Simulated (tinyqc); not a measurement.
Ionisation potential and affinity of a slab from the planar-averaged potential: sweeps and comparisons. A value that a table varies takes the place of the one given here.

A model of the planar-averaged electrostatic energy of an electron in a periodic cell of N1 periods of A (L1 = N1 n1 h) and N2 periods of vacuum (L2 = N2 n2 h), on z_j = j h: V(z) = f VA + (1 - f) VB + F t(z), VA = V1[0] + V1[1] cos(2 pi z/(n1 h)) + V1[2] cos(4 pi z/(n1 h)), VB the same with V2, n2 and z - L1. f = [tanh(z/w) - tanh((z - L1)/w) + tanh((z - L1 - L2)/w)]/2 + 1/2; t(z) = z - L1/2 in A and (L1/L2)(L1 + L2/2 - z) beyond, so that the cell is periodic.

Running mean over n points, periodic: for odd n the plain mean of the n points centred on j; for even n the n + 1 points with half weight at both ends. The macroscopic average applies the mean over n1 points and then over n2 points.

Inputs chosen for the exercise (gap near that of Si; shifted at random, so the results belong to these values and not to a real crystal): h = 0.35 angstrom (grid step); n1 = 7 (grid points per period of A); n2 = 6 (grid points per period of the vacuum filter); V1 = (-8, 1.79, -0.6) eV (mean and two harmonics of the potential in A); V2 = (0, 0, 0) eV (the same in vacuum); w = 0.41 angstrom (width of the interfaces); N1 = 5 (periods of A); N2 = 4 (periods of vacuum); F = 0.004 eV/angstrom (slope in A from opposite charges on the two interfaces).

## How thick the regions must be

N1 = N2 = N, no slope (F = 0); dV is read at j = floor(N n1/2) and N n1 + floor(N n2/2). The exact value is V2[0] - V1[0].

Results:

| N | L1 (angstrom) | dV (eV) | error (meV) |
|---|---|---|---|
| 1 | 2.45 | 3.8647 | -4135.31 |
| 2 | 4.90 | 7.7303 | -269.67 |
| 3 | 7.35 | 7.9977 | -2.29 |
| 4 | 9.80 | 8.0000 | -0.01 |
| 5 | 12.25 | 8.0000 | 0.00 |
| 6 | 14.70 | 8.0000 | 0.00 |

The error is below 10 meV from N = 3 on. The two windows together span 4.55 angstrom and must fit between the interface tails, which fall as exp(-2 z/w); the errors at N = 2, 3 and 4 are -269.67, -2.29 and -0.01 meV.

## The choice of windows

dV read at j = 17 and 47 after means over the numbers of points listed; ripple is the spread over the five points around each.

Results:

| windows | dV (eV) | ripple in A (meV) | ripple in vacuum (meV) |
|---|---|---|---|
| none | 9.988 | 3234 | 8 |
| 7 only | 8.001 | 6 | 8 |
| 6 only | 8.204 | 354 | 8 |
| 8 only | 7.848 | 272 | 8 |
| 8, 7 | 8.001 | 6 | 8 |
| 7, 6 | 8.001 | 6 | 8 |

Which rows can be used, and how does a wrong window show?

The last row matches both periods and lies +1 meV from the value of a thick cell, V2[0] - V1[0] = 8.000 eV. Against it the raw potential errs by +1.99 eV. Within 20 meV of it lie: 7 only and 8, 7. A window one point too long leaves a ripple of 272 meV in A, against 6 meV in the last row: the ripple is the sign to look for. Rows to use, with under 30 meV of ripple in both regions once the tilt is taken off: 7 only, 8, 7 and 7, 6. A row with a large ripple can hit the right value only by chance.

Run: tinyqc, `OMP_NUM_THREADS=1 python tinyqc.py 1850486 1850487 out.jsonl`; Intel(R) Xeon(R) Processor @ 2.30GHz, one thread, shared host; about 0.01 s of CPU time with all checks.
